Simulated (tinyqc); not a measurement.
Line shape against size: Raman line shape of confined optical phonons and breathing modes of small crystals. Computed by tinyqc, a small Python program. Command: `OMP_NUM_THREADS=1 python tinyqc.py 3006245 3006246 out.jsonl confine walk`. One thread of a shared host (Intel(R) Xeon(R) Processor @ 2.30GHz), about 0.02 s of CPU time with the checks.

Confinement in 2 direction(s) lets phonons with q away from zero scatter light. q is in units of 2 pi/a, from 0 to 1, and the branch is isotropic: omega(q)^2 = (omega_0^2 + omega_X^2)/2 + ((omega_0^2 - omega_X^2)/2) cos(pi q). The model and its constant beta are phenomenological; beta = 8 is the common choice.

Inputs (values chosen for the exercise, modelled on diamond):

| quantity | value | unit |
|---|---|---|
| bulk frequency omega_0 | 1332 | 1/cm |
| frequency at the zone boundary omega_X | 1210 | 1/cm |
| natural width Gamma_0 | 1.8 | 1/cm |
| lattice constant a | 3.567 | angstrom |
| size L | 3.2 | nm |
| confinement constant beta | 3 | - |

Shape: wire.

Method:
- Weight W(q) = q^1 exp(-(2 L q/a)^2/(2 beta)) dq, that is exp(-k^2 L^2/(2 beta pi^2)) for k = 2 pi q/a.
- Width q_c = a sqrt(2 beta)/(2 L), where the exponential falls to 1/e; curvature of the branch: omega(q) = omega_0 - c q^2, c = pi^2 (omega_0^2 - omega_X^2)/(8 omega_0); for small q_c the mean of q^2 is (number of confined directions) q_c^2/2, and the mean shift is -c times that.
- I(omega) = int W(q) / [(omega - omega(q))^2 + (Gamma_0/2)^2] dq / int W dq x (Gamma_0/2)^2, by 400 Gauss-Legendre points on 0 < q < min(1, 2.5 a sqrt(2 beta)/L).
- The peak is the maximum of I; the width is taken between the half-maximum points, and the asymmetry is the low-side half-width over the high-side one.

mean shift, quadratic estimate = -5.35351 1/cm

Line shape:

| L (nm) | peak shift (1/cm) | full width (1/cm) | asymmetry | mean shift, quadratic estimate (1/cm) |
|---|---|---|---|---|
| 3 | -1.4914 | 7.7203 | 3.2472 | -6.0911 |
| 3.6 | -1.2423 | 5.9868 | 2.7201 | -4.2299 |
| 4.4 | -1.0117 | 4.6404 | 2.2531 | -2.8316 |
| 5.5 | -0.79775 | 3.6176 | 1.8503 | -1.8122 |
| 7 | -0.6067 | 2.8899 | 1.5293 | -1.1188 |
| 10 | -0.38582 | 2.2678 | 1.2256 | -0.54820 |
| 15 | -0.21023 | 1.9465 | 1.0609 | -0.24364 |
| 25 | -0.084937 | 1.8242 | 1.0059 | -0.087712 |

The peak shift falls with exponent -1.00 at the small end and -1.77 at the large end. For still larger L it tends to the mean shift, which goes as 1/L^2; the ratio is 0.24 in the first row and 0.97 in the last. The width exceeds Gamma_0 by over 10 % for L up to 10 nm. In a wire the factor q lowers the weight at q = 0.

Extremes, crossings and ranges named in words are read from the listed rows.
